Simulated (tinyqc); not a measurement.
# Input admittance of a MOSFET at zero drain bias: distributed channel and distributed gate, step by step

Program tinyqc, `OMP_NUM_THREADS=1 python tinyqc.py 2262045 2262046 out.jsonl`; Intel Xeon 2.30GHz, shared host, one thread, about 0.01 s. Printed values are rounded.

Source and drain grounded, strong inversion, w = 2 pi f, Cox = eps0 eox/tox. The channel is an RC line of resistance 1/(mu Cox Vo) per square fed from both ends, so one finger has the intrinsic admittance y = i w Cox L tanh(g)/g per width, g = (1/2) sqrt(i w tau), tau = L^2/(mu Vo). The vertical resistance rv/L is in series with y, the overlaps 2 i w Cov in parallel: y_t = 1/(1/y + rv/L) + 2 i w Cov. The gate strip is a line of Rsh/L per length loaded by y_t, so a finger has Y = y_t Wf tanh(k)/k, k = (Wf/sd) sqrt(y_t Rsh/L); the device has Nf Y.

Values chosen for this exercise; values of the order met in silicon radio-frequency transistors:
```
symbol  value        unit                                                                 meaning
eox       3.9              relative permittivity of the gate insulator (close to silicon dioxide)
tox       2.1          nm                                                     insulator thickness
L        0.63          um                                                          channel length
Wf         13          um                                                            finger width
Nf          4                                                                   number of fingers
mu        410  cm^2/(V s)                                                        channel mobility
Vo       0.33           V                                                          gate overdrive
Rsh       5.1  ohm/square                                            sheet resistance of the gate
rv          0    ohm um^2                                  vertical resistivity of the gate stack
sd          2                                       number of ends at which a finger is contacted
Cov      0.25       fF/um                             overlap and fringe capacitance on each side
f          40         GHz                                                               frequency
```

Constants: eps0 = 8.8541878128e-14 F/cm where lengths are in cm. Results are converted to the units shown.

## Low-frequency resistances and capacitance

Low-frequency limits, with c = Cox L and ct = c + 2 Cov: R_strip = Rsh Wf/(3 sd^2 L Nf), R_ch = (c/ct)^2 L/(12 mu Cox Vo Wf Nf), R_vert = (c/ct)^2 rv/(L Wf Nf), C = ct Wf Nf.

parts (ohm): strip 2.19246, channel 4.12973, vertical 0
sum = 6.32219 ohm
C = 564.689 fF
1/(2 pi R C) = 44.5803 GHz

The channel term is the largest, 65.3 % of the sum.

## Admittance of the channel and stack per width

tau, g, c = Cox L, y and y_t as defined.

tau = 29.3348 ps
g = 0.959990+0.959990i
c = 10.3594 fF/um
y = 1034.85+1846.05i uS/um
y_t = 1034.85+1971.71i uS/um

w tau = 7.37, and Im y is 0.709 of w c.

## Input impedance of the device

k and Y as defined; Z = 1/(Nf Y) = R + 1/(i w C); Q = |Im Z|/R; signal at the point farthest from a contact |1/cosh k|.

k = 0.746846+0.451481i
Nf Y = 62.9413+79.1988i mS
R = 6.15018 ohm
C = 514.149 fF
Q = 1.25830
signal at the far point = 0.822229

R is 2.7 % below its low-frequency limit and C is 8.9 % below its own.
